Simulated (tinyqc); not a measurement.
# Specific resistance of a metal-semiconductor contact and its transmission-line measurement, step by step

A worked calculation. Computed by tinyqc, a small Python program that keeps every step. Command: `OMP_NUM_THREADS=1 python tinyqc.py 3014553 3014554 out.jsonl contact walk`. One thread of a shared host (Intel(R) Xeon(R) Processor @ 2.30GHz), about 0.01 s of CPU time with the checks. Intermediate numbers are printed to about 6 digits and carried at full precision; extremes and crossings named in words are read from the listed rows.

The barrier is parabolic (depletion approximation), energies E are normal energies counted from the band edge in the neutral semiconductor (downwards for holes), and the bias is zero. xi is an input, held fixed when other inputs move.

Inputs (values chosen for the exercise, modelled on n-type silicon):
```
quantity                                           value          unit
tunnelling mass m                                   0.29           m_0
permittivity eps                                    11.7             -
Richardson constant A*                               116  A/(cm^2 K^2)
barrier height phi_B                                0.78            eV
doping N                                         1.5e+20        1/cm^3
Fermi level above the band edge in the bulk, xi    0.093            eV
temperature T                                        200             K
sheet resistance R_sh                                 58           ohm
contact length d                                   0.018    micrometre
contact width W                                       24    micrometre
```

Image-force lowering: included.

Constants: hbar = 1.054571817e-34 J s; eps_0 = 8.8541878128e-12 F/m; m_0 = 9.1093837015e-31 kg; k_B = 8.617333262e-05 eV/K; e = 1.602176634e-19 C.

## Tunnelling energy and barrier

E_00 = (e hbar/2) sqrt(N/(eps eps_0 m)); band bending E_b = phi_B + xi; depletion width w = sqrt(2 eps eps_0 E_b/(e^2 N)). Image lowering d_phi = (e^3 N E_b/(8 pi^2 (eps eps_0)^3))^(1/4) (E_b in volts), and E_b - d_phi replaces E_b everywhere except in w.

E_00 = 123.447 meV

E_00/k_B T = 7.16272

depletion width = 2.74340 nm

barrier used, above the bulk band edge = 0.593127 eV

By the usual rule this is field emission (E_00 > 5 k_B T).

## Transmission and supply

WKB transmission for E < E_b, with a = E/E_b: D = exp{-(E_b/E_00) [sqrt(1 - a) - a ln((1 + sqrt(1 - a))/sqrt(a))]}; D = 1 above. f = 1/(1 + exp((E - xi)/k_B T)).

E, D, f and D f at E/E_b = 0.05, 0.15, 0.3, 0.45, 0.6, 0.75, 0.9, 0.98:
```
E/E_b    E (eV)         D            f          D f
0.05   0.029656  0.015611  9.75286e-01  1.52256e-02
0.15   0.088969  0.037809  5.58206e-01  2.11050e-02
0.30   0.177938  0.102705  7.18655e-03  7.38098e-04
0.45   0.266907  0.223029  4.14680e-05  9.24856e-06
0.60   0.355876  0.410811  2.37580e-07  9.76002e-08
0.75   0.444845  0.655136  1.36109e-09  8.91700e-10
0.90   0.533814  0.901757  7.79768e-12  7.03162e-12
0.98   0.581265  0.990945  4.96906e-13  4.92406e-13
```

Among these points D f is largest at E/E_b = 0.15; for a non-degenerate tail the peak lies at E/E_b = 1/cosh^2(E_00/k_B T) = 0.000, but it cannot fall far below the Fermi level.

## Specific contact resistance

At zero bias 1/rho_c = (e A*/k_B^2) int D(E) f(E) dE, f = 1/(1 + exp((E - xi)/k_B T)); 200 Gauss-Legendre points from 0 to E_b, and k_B T ln(1 + exp((xi - E_b)/k_B T)) for the part above the barrier; the share of tunnelling is the part below.

specific contact resistance rho_c = 2.80429e-08 ohm cm^2

share of tunnelling = 100 %

rho_c by thermionic emission alone = 14877.6 ohm cm^2

Tunnelling lowers rho_c by a factor 5.31e11. The field-emission exponent (E_b - xi)/E_00 is 4.1, the thermionic one (E_b - xi)/k_B T is 29.0.

## Current crowding

Transmission-line model: transfer length L_T = sqrt(rho_c/R_sh); R_c = (R_sh L_T/W) coth(d/L_T). Limits: rho_c/(W d) for d << L_T, sqrt(rho_c R_sh)/W for d >> L_T.

transfer length L_T = 0.219886 micrometre

d/L_T = 0.0818607

contact resistance R_c = 6.50590 ohm

R_c W = 156.142 ohm micrometre

short-contact limit = 6.49140 ohm

long-contact limit = 0.531391 ohm

The contact is short: the whole area carries current, and R_c scales as 1/d.

## A transmission-line measurement read back

Transmission-line model: transfer length L_T = sqrt(rho_c/R_sh); R_c = (R_sh L_T/W) coth(d/L_T). Two contacts a gap s apart give R = 2 R_c + R_sh s/W. A straight-line fit gives R_sh from the slope and R_c from the intercept; the simple reading takes L_x = R_c W/R_sh as the transfer length and rho_c = R_sh L_x^2.

Resistances:
```
gap s (micrometre)  R (ohm)
2.7                  19.537
5.4                  26.062
11.0                 39.595
22.0                 66.178
43.0                116.928
```

L_x = 2.69210 micrometre

rho_c by the simple reading = 4.20348e-06 ohm cm^2

simple reading over true value = 149.895

The simple reading is 150 times too high, the factor coth^2(d/L_T): it holds only for d above about 2 L_T.

Checks made by the program: closed WKB exponent against numerical integration over the parabolic barrier (relative difference below 1e-10).
